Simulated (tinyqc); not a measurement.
Ferroelectric hysteresis, discrete Preisach model: one step of the calculation.

25 bistable elements (j, k) switch to +1 when V reaches u_j and to -1 when V falls to -u_k, and keep their state between. P = Ps sum w_jk s_jk. All elements start at -1. No time dependence and no dielectric part.

Task. Weights. w_jk is proportional to exp[-(a_j^2 + a_k^2 - 2 cr a_j a_k)/(2 (1 - cr^2))], a_j = (u_j - Vc)/sg, and the weights sum to one.

Parameters, values chosen for the exercise:
- Vc = 2 V (mean coercive voltage)
- sg = 0.97 V (spread of the switching voltages)
- up = [0.4, 1.2, 2, 2.8, 3.6] V (list of the u_j)
- cr = 0 (correlation of up and down voltages)

Wanted: w.

Result.

w:
```
       d=-0.4  d=-1.2    d=-2  d=-2.8  d=-3.6
u=0.4  0.0076  0.0212  0.0298  0.0212  0.0076
u=1.2  0.0212  0.0587  0.0825  0.0587  0.0212
u=2    0.0298  0.0825  0.1160  0.0825  0.0298
u=2.8  0.0212  0.0587  0.0825  0.0587  0.0212
u=3.6  0.0076  0.0212  0.0298  0.0212  0.0076
```

tinyqc, about 0.01 s, one thread, Intel Xeon 2.30GHz (shared host): `OMP_NUM_THREADS=1 python tinyqc.py 2860118 2860119 out.jsonl`
